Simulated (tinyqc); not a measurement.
Probe couplings from its potential.

Inverse problem. One voltage probe p sits between leads L (mu = 1) and R (mu = 0) without magnetic field: mu_p = T_pL/(T_pL + T_pR), T_eff = T_RL + T_pL T_pR/(T_pL + T_pR). Find T_pL and T_pR.

T_RL = 0.48
mu_p = 0.41379310
T_eff = 0.62068966

Answer. T_eff - T_RL equals T_pL (1 - mu_p) and also T_pR mu_p.

T_pL = 0.2400
T_pR = 0.3400

Computed by the program tinyqc: `OMP_NUM_THREADS=1 python tinyqc.py 2700040 2700041 out.jsonl`, one thread of a shared Intel Xeon 2.30GHz, about 0.01 s for the whole run.
